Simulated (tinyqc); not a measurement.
Worked calculation: RKS/LDA (PW92) in the sto-3g basis, for Li+, spin multiplicity 1. Computed by tinyqc, a small Python program that keeps every step (integrals from PySCF). Settings: charge = 1, multiplicity = 1, basis = sto-3g, energy threshold = 1e-10, iteration cap = 82, orthogonalisation = canonical, start = Wolfsberg-Helmholz matrix, DIIS depth = 4, method = RKS, functional = lda,pw, grid = [15, 26]. Command: `OMP_NUM_THREADS=1 python tinyqc.py 28014 28015 out.jsonl` (the two numbers bound the seeds that draw the settings). One thread of a shared host (Intel(R) Xeon(R) Processor @ 2.60GHz), about 0.1 s of CPU time with the checks. Later iterations appear only in the table of the cycle.

## One-electron integrals

Geometry (angstrom):
```
atom       x       y       z
Li    0.0000  0.0000  0.0000
```

Basis sto-3g: exponents (1/bohr^2) and contraction coefficients of normalised primitives:
```
element  l (shell)  exponent  coefficient
Li           s (1)   16.1196       0.1543
Li           s (1)    2.9362       0.5353
Li           s (1)    0.7947       0.4446
Li           s (2)    0.6363      -0.1000
Li           s (2)    0.1479       0.3995
Li           s (2)    0.0481       0.7001
Li           p (3)    0.6363       0.1559
Li           p (3)    0.1479       0.6077
Li           p (3)    0.0481       0.3920
```

Overlap, kinetic and nuclear-attraction integrals over the contracted functions; the nuclear repulsion is the sum of Za Zb / Rab.

nuclear repulsion = 0 hartree

overlap S, lower triangle:
```
         1Li 1s  1Li 2s  1Li 2px  1Li 2py  1Li 2pz
1Li 1s   1.0000
1Li 2s   0.2411  1.0000
1Li 2px  0.0000  0.0000   1.0000
1Li 2py  0.0000  0.0000   0.0000   1.0000
1Li 2pz  0.0000  0.0000   0.0000   0.0000   1.0000
```

kinetic energy T (hartree), lower triangle:
```
          1Li 1s  1Li 2s  1Li 2px  1Li 2py  1Li 2pz
1Li 1s    3.5768
1Li 2s   -0.0202  0.1022
1Li 2px   0.0000  0.0000   0.3197
1Li 2py   0.0000  0.0000   0.0000   0.3197
1Li 2pz   0.0000  0.0000   0.0000   0.0000   0.3197
```

nuclear attraction V (hartree), lower triangle:
```
          1Li 1s   1Li 2s  1Li 2px  1Li 2py  1Li 2pz
1Li 1s   -7.9829
1Li 2s   -0.9643  -1.2069
1Li 2px   0.0000   0.0000  -1.1973
1Li 2py   0.0000   0.0000   0.0000  -1.1973
1Li 2pz   0.0000   0.0000   0.0000   0.0000  -1.1973
```

core Hamiltonian H = T + V (hartree), lower triangle:
```
          1Li 1s   1Li 2s  1Li 2px  1Li 2py  1Li 2pz
1Li 1s   -4.4061
1Li 2s   -0.9846  -1.1048
1Li 2px   0.0000   0.0000  -0.8776
1Li 2py   0.0000   0.0000   0.0000  -0.8776
1Li 2pz   0.0000   0.0000   0.0000   0.0000  -0.8776
```

## Two-electron integrals

Functions are numbered as in S; the eight-fold symmetry (ij|kl) = (ji|kl) = (kl|ij) leaves the list below.

Two-electron integrals (ij|kl) in chemists' order, unique and non-zero (hartree):
```
(11|11) 1.6804   (21|11) 0.2654   (21|21) 0.0499   (22|11) 0.3977
(22|21) 0.0929   (22|22) 0.2906   (31|31) 0.0090   (32|31) 0.0138
(32|32) 0.0642   (33|11) 0.3966   (33|21) 0.0929   (33|22) 0.2905
(33|33) 0.3129   (41|41) 0.0090   (42|41) 0.0138   (42|42) 0.0642
(43|43) 0.0169   (44|11) 0.3966   (44|21) 0.0929   (44|22) 0.2905
(44|33) 0.2792   (44|44) 0.3129   (51|51) 0.0090   (52|51) 0.0138
(52|52) 0.0642   (53|53) 0.0169   (54|54) 0.0169   (55|11) 0.3966
(55|21) 0.0929   (55|22) 0.2905   (55|33) 0.2792   (55|44) 0.2792
(55|55) 0.3129
```

## Orthogonalisation

S = U s U^T; canonical form X = U s^(-1/2), so that X^T S X = 1. Each column of U has its largest component positive (the first on a tie).

eigenvalues of S: 0.7589  1.0000  1.0000  1.0000  1.2411

X:
```
               1       2       3       4       5
1Li 1s    0.8117  0.0000  0.0000  0.0000  0.6347
1Li 2s   -0.8117  0.0000  0.0000  0.0000  0.6347
1Li 2px   0.0000  1.0000  0.0000  0.0000  0.0000
1Li 2py   0.0000  0.0000  1.0000  0.0000  0.0000
1Li 2pz   0.0000  0.0000  0.0000  1.0000  0.0000
```

Within a degenerate level the vectors are fixed only up to a rotation; this is one choice.

## Starting guess

The start is the generalised Wolfsberg-Helmholz matrix (K = 1.75) built on H; D = 2 C_occ C_occ^T.

D at the start, lower triangle:
```
         1Li 1s  1Li 2s  1Li 2px  1Li 2py  1Li 2pz
1Li 1s   1.9696
1Li 2s   0.0593  0.0018
1Li 2px  0.0000  0.0000   0.0000
1Li 2py  0.0000  0.0000   0.0000   0.0000
1Li 2pz  0.0000  0.0000   0.0000   0.0000   0.0000
```

## Iteration 1: exchange-correlation on the grid

Becke grid with 15 radial and 26 angular points per atom, points of zero weight dropped. rho = sum D_ij phi_i phi_j; V_xc,ij = sum w v_xc phi_i phi_j; v_xc is d(rho eps)/d rho.

The 12 grid points with the largest w rho, of 390 (bohr, atomic units):
```
x              y        z       w     rho   eps_xc     v_xc
0.0000    0.0000  -0.4012  0.0247  1.3780  -0.8957  -1.1781
0.0000    0.0000   0.4012  0.0247  1.3780  -0.8957  -1.1781
0.4012    0.0000   0.0000  0.0247  1.3780  -0.8957  -1.1781
-0.4012   0.0000   0.0000  0.0247  1.3780  -0.8957  -1.1781
0.0000   -0.4012   0.0000  0.0247  1.3780  -0.8957  -1.1781
0.0000    0.4012   0.0000  0.0247  1.3780  -0.8957  -1.1781
-0.7177   0.0000   0.0000  0.1176  0.2671  -0.5363  -0.7026
0.7177    0.0000   0.0000  0.1176  0.2671  -0.5363  -0.7026
0.0000    0.7177   0.0000  0.1176  0.2671  -0.5363  -0.7026
0.0000    0.0000   0.7177  0.1176  0.2671  -0.5363  -0.7026
0.0000    0.0000  -0.7177  0.1176  0.2671  -0.5363  -0.7026
0.0000   -0.7177   0.0000  0.1176  0.2671  -0.5363  -0.7026
```

electrons on the grid, sum of w rho = 1.9995

E_xc = sum of w rho eps_xc = -1.559184 hartree

V_xc (hartree), lower triangle:
```
          1Li 1s   1Li 2s  1Li 2px  1Li 2py  1Li 2pz
1Li 1s   -1.0327
1Li 2s   -0.1324  -0.0770
1Li 2px   0.0000   0.0000  -0.0761
1Li 2py   0.0000   0.0000   0.0000  -0.0761
1Li 2pz   0.0000   0.0000   0.0000   0.0000  -0.0761
```

## Iteration 1: building the Kohn-Sham matrix

J_ij = sum D_kl (ij|kl); F = H + J + V_xc; E = tr D H + tr D J / 2 + E_xc + E_nn.

Coulomb J (hartree), lower triangle:
```
         1Li 1s  1Li 2s  1Li 2px  1Li 2py  1Li 2pz
1Li 1s   3.3419
1Li 2s   0.5289  0.7949
1Li 2px  0.0000  0.0000   0.7928
1Li 2py  0.0000  0.0000   0.0000   0.7928
1Li 2pz  0.0000  0.0000   0.0000   0.0000   0.7928
```

Kohn-Sham matrix F (hartree), lower triangle:
```
          1Li 1s   1Li 2s  1Li 2px  1Li 2py  1Li 2pz
1Li 1s   -2.0969
1Li 2s   -0.5881  -0.3869
1Li 2px   0.0000   0.0000  -0.1609
1Li 2py   0.0000   0.0000   0.0000  -0.1609
1Li 2pz   0.0000   0.0000   0.0000   0.0000  -0.1609
```

total energy of this density = -7.033037 hartree

## Iteration 1: diagonalisation and new density

Diagonalise F' = X^T F X, C = X C', fill 1 alpha and 1 beta electrons from the bottom; D = 2 C_occ C_occ^T. Each column has its largest component positive (the first on a tie).

F' = X^T F X (hartree), lower triangle:
```
         1        2        3        4        5
1  -0.8616
2   0.0000  -0.1609
3   0.0000   0.0000  -0.1609
4   0.0000   0.0000   0.0000  -0.1609
5  -0.8810   0.0000   0.0000   0.0000  -1.4744
```

orbital energies (hartree): MO1 -2.1008, MO2 -0.2352, MO3 -0.1609, MO4 -0.1609, MO5 -0.1609

coefficients C:
```
            MO1      MO2      MO3      MO4     MO5
1Li 1s   0.9876  -0.2938   0.0000   0.0000  0.0000
1Li 2s   0.0470   1.0293   0.0000   0.0000  0.0000
1Li 2px  0.0000   0.0000   0.9872   0.1592  0.0075
1Li 2py  0.0000   0.0000  -0.1593   0.9869  0.0252
1Li 2pz  0.0000   0.0000  -0.0034  -0.0261  0.9997
```

D after iteration 1, lower triangle:
```
         1Li 1s  1Li 2s  1Li 2px  1Li 2py  1Li 2pz
1Li 1s   1.9508
1Li 2s   0.0928  0.0044
1Li 2px  0.0000  0.0000   0.0000
1Li 2py  0.0000  0.0000   0.0000   0.0000
1Li 2pz  0.0000  0.0000   0.0000   0.0000   0.0000
```

Within a degenerate level the vectors are fixed only up to a rotation; this is one choice.

## Iteration 2: exchange-correlation on the grid

As before.

The 12 grid points with the largest w rho, of 390 (bohr, atomic units):
```
x              y        z       w     rho   eps_xc     v_xc
0.0000    0.0000   0.4012  0.0247  1.3690  -0.8939  -1.1756
0.0000    0.0000  -0.4012  0.0247  1.3690  -0.8939  -1.1756
0.4012    0.0000   0.0000  0.0247  1.3690  -0.8939  -1.1756
-0.4012   0.0000   0.0000  0.0247  1.3690  -0.8939  -1.1756
0.0000    0.4012   0.0000  0.0247  1.3690  -0.8939  -1.1756
0.0000   -0.4012   0.0000  0.0247  1.3690  -0.8939  -1.1756
-0.7177   0.0000   0.0000  0.1176  0.2665  -0.5359  -0.7021
0.7177    0.0000   0.0000  0.1176  0.2665  -0.5359  -0.7021
0.0000    0.7177   0.0000  0.1176  0.2665  -0.5359  -0.7021
0.0000    0.0000   0.7177  0.1176  0.2665  -0.5359  -0.7021
0.0000    0.0000  -0.7177  0.1176  0.2665  -0.5359  -0.7021
0.0000   -0.7177   0.0000  0.1176  0.2665  -0.5359  -0.7021
```

electrons on the grid, sum of w rho = 1.9995

E_xc = sum of w rho eps_xc = -1.548908 hartree

V_xc (hartree), lower triangle:
```
          1Li 1s   1Li 2s  1Li 2px  1Li 2py  1Li 2pz
1Li 1s   -1.0310
1Li 2s   -0.1326  -0.0825
1Li 2px   0.0000   0.0000  -0.0816
1Li 2py   0.0000   0.0000   0.0000  -0.0816
1Li 2pz   0.0000   0.0000   0.0000   0.0000  -0.0816
```

## Iteration 2: building the Kohn-Sham matrix

As before.

Coulomb J (hartree), lower triangle:
```
         1Li 1s  1Li 2s  1Li 2px  1Li 2py  1Li 2pz
1Li 1s   3.3292
1Li 2s   0.5275  0.7944
1Li 2px  0.0000  0.0000   0.7923
1Li 2py  0.0000  0.0000   0.0000   0.7923
1Li 2pz  0.0000  0.0000   0.0000   0.0000   0.7923
```

Kohn-Sham matrix F (hartree), lower triangle:
```
          1Li 1s   1Li 2s  1Li 2px  1Li 2py  1Li 2pz
1Li 1s   -2.1079
1Li 2s   -0.5897  -0.3928
1Li 2px   0.0000   0.0000  -0.1668
1Li 2py   0.0000   0.0000   0.0000  -0.1668
1Li 2pz   0.0000   0.0000   0.0000   0.0000  -0.1668
```

total energy of this density = -7.034021 hartree

## Iteration 2: DIIS over 2 matrices

error matrix X^T (FDS - SDF) X:
```
        1       2       3       4        5
1  0.0000  0.0000  0.0000  0.0000  -0.0026
2  0.0000  0.0000  0.0000  0.0000   0.0000
3  0.0000  0.0000  0.0000  0.0000   0.0000
4  0.0000  0.0000  0.0000  0.0000   0.0000
5  0.0026  0.0000  0.0000  0.0000   0.0000
```

B (overlaps of the stored error matrices):
```
                1               2
1   7.6477060e-03  -3.1596080e-04
2  -3.1596080e-04   1.3053748e-05
```

Minimise |sum c_i e_i|^2 with sum c_i = 1: solve [B -1; -1 0][c; lambda] = [0; -1] with B_ij = tr e_i^T e_j, and take F = sum c_i F_i.

DIIS coefficients: 0.0397  0.9603

extrapolated F (hartree), lower triangle:
```
          1Li 1s   1Li 2s  1Li 2px  1Li 2py  1Li 2pz
1Li 1s   -2.1075
1Li 2s   -0.5896  -0.3926
1Li 2px   0.0000   0.0000  -0.1666
1Li 2py   0.0000   0.0000   0.0000  -0.1666
1Li 2pz   0.0000   0.0000   0.0000   0.0000  -0.1666
```

## Iteration 2: diagonalisation and new density

As before.

F' = X^T F X (hartree), lower triangle:
```
         1        2        3        4        5
1  -0.8702
2   0.0000  -0.1666
3   0.0000   0.0000  -0.1666
4   0.0000   0.0000   0.0000  -0.1666
5  -0.8835   0.0000   0.0000   0.0000  -1.4823
```

orbital energies (hartree): MO1 -2.1113, MO2 -0.2412, MO3 -0.1666, MO4 -0.1666, MO5 -0.1666

coefficients C:
```
            MO1      MO2      MO3     MO4      MO5
1Li 1s   0.9878  -0.2931   0.0000  0.0000   0.0000
1Li 2s   0.0463   1.0294   0.0000  0.0000   0.0000
1Li 2px  0.0000   0.0000   0.9680  0.2489  -0.0323
1Li 2py  0.0000   0.0000  -0.2510  0.9572  -0.1440
1Li 2pz  0.0000   0.0000  -0.0049  0.1476   0.9890
```

D after iteration 2, lower triangle:
```
         1Li 1s  1Li 2s  1Li 2px  1Li 2py  1Li 2pz
1Li 1s   1.9516
1Li 2s   0.0915  0.0043
1Li 2px  0.0000  0.0000   0.0000
1Li 2py  0.0000  0.0000   0.0000   0.0000
1Li 2pz  0.0000  0.0000   0.0000   0.0000   0.0000
```

Within a degenerate level the vectors are fixed only up to a rotation; this is one choice.

## Iteration 5 (converged): orbitals

converged F (hartree), lower triangle:
```
          1Li 1s   1Li 2s  1Li 2px  1Li 2py  1Li 2pz
1Li 1s   -2.1075
1Li 2s   -0.5896  -0.3926
1Li 2px   0.0000   0.0000  -0.1666
1Li 2py   0.0000   0.0000   0.0000  -0.1666
1Li 2pz   0.0000   0.0000   0.0000   0.0000  -0.1666
```

As before.

F' = X^T F X (hartree), lower triangle:
```
         1        2        3        4        5
1  -0.8702
2   0.0000  -0.1666
3   0.0000   0.0000  -0.1666
4   0.0000   0.0000   0.0000  -0.1666
5  -0.8835   0.0000   0.0000   0.0000  -1.4823
```

orbital energies (hartree): MO1 -2.1112, MO2 -0.2412, MO3 -0.1666, MO4 -0.1666, MO5 -0.1666

coefficients C:
```
            MO1      MO2      MO3      MO4     MO5
1Li 1s   0.9878  -0.2931   0.0000   0.0000  0.0000
1Li 2s   0.0463   1.0294   0.0000   0.0000  0.0000
1Li 2px  0.0000   0.0000   0.0000  -0.2611  0.9653
1Li 2py  0.0000   0.0000   0.9991   0.0409  0.0111
1Li 2pz  0.0000   0.0000  -0.0423   0.9644  0.2609
```

D after iteration 5, lower triangle:
```
         1Li 1s  1Li 2s  1Li 2px  1Li 2py  1Li 2pz
1Li 1s   1.9516
1Li 2s   0.0915  0.0043
1Li 2px  0.0000  0.0000   0.0000
1Li 2py  0.0000  0.0000   0.0000   0.0000
1Li 2pz  0.0000  0.0000   0.0000   0.0000   0.0000
```

Within a degenerate level the vectors are fixed only up to a rotation; this is one choice.

## Convergence

Stop when the energy changes by less than 1e-10 hartree and every element of the error matrix X^T (F D S - S D F) X is below 3e-06.

Course of the cycle:
```
iteration  E (hartree)     change  largest element of the error matrix
1            -7.033037          -                             6.18e-02
2            -7.034021  -9.85e-04                             2.55e-03
3            -7.034023  -1.67e-06                             7.99e-06
4            -7.034023  -1.20e-11                             4.14e-06
5            -7.034023  -2.39e-12                             2.79e-06
```

PySCF RKS in the same basis, fine grid = -7.035776 hartree

Converged in 5 iterations. The coarse grid moves the energy by +1.75e-03 hartree.

## Populations

Mulliken: Z minus the diagonal of D S on the atom; Loewdin: the same with S^(1/2) D S^(1/2).

Charges (e):
```
atom  Mulliken  Loewdin
1Li     1.0000   1.0000
```
